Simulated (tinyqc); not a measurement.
Strain-driven roughening and islands of a mismatched epitaxial film: one step, computed by the program tinyqc.

Film and substrate share isotropic elastic constants; the film is coherent and biaxially strained.

Problem. Island nucleation. Shallow faceted island (Tersoff form): E = 4 Gam V^(2/3) tan^(1/3)(theta) - 6 c V tan(theta), Gam = gamma [x/sin(theta) - 1/tan(theta)], x the facet energy over gamma, c = stress^2 (1 - nu)/(2 pi G). The barrier is the maximum of E, at V_c = [4 Gam/(9 c)]^3 / tan^2(theta) (1 GPa nm = 1 J/m^2).

Inputs (values chosen for the exercise, modelled on Ge on Si):
```
quantity                                     value     unit
shear modulus G                               51.7      GPa
Poisson ratio nu                              0.27        -
surface energy gamma                         0.954    J/m^2
contact angle of the shallow shape theta_1      10  degrees
contact angle of the steep shape theta_2      29.6  degrees
facet energy of shape 1 over gamma          0.9992        -
facet energy of shape 2 over gamma           1.054        -
```

stress = 7.303439 GPa

Constants: e = 1.602176634e-19 C.

Give: c; Gam of shape 1; critical volume, shape 1; barrier, shape 1; Gam of shape 2; critical volume, shape 2; barrier, shape 2.

Solution.

c = 0.11987 GPa

Gam of shape 1 = 0.079069 J/m^2

critical volume, shape 1 = 0.81043 nm^3

barrier, shape 1 = 0.32074 eV

Gam of shape 2 = 0.35635 J/m^2

critical volume, shape 2 = 7.1475 nm^3

barrier, shape 2 = 9.1134 eV

The shallow shape has the lower barrier. Each barrier is a third of the surface term at V_c and scales as Gam^3/c^2, that is as f^(-4). Caution: a critical volume below 1 nm^3 holds fewer than a hundred atoms, so a continuum barrier there has no physical meaning.
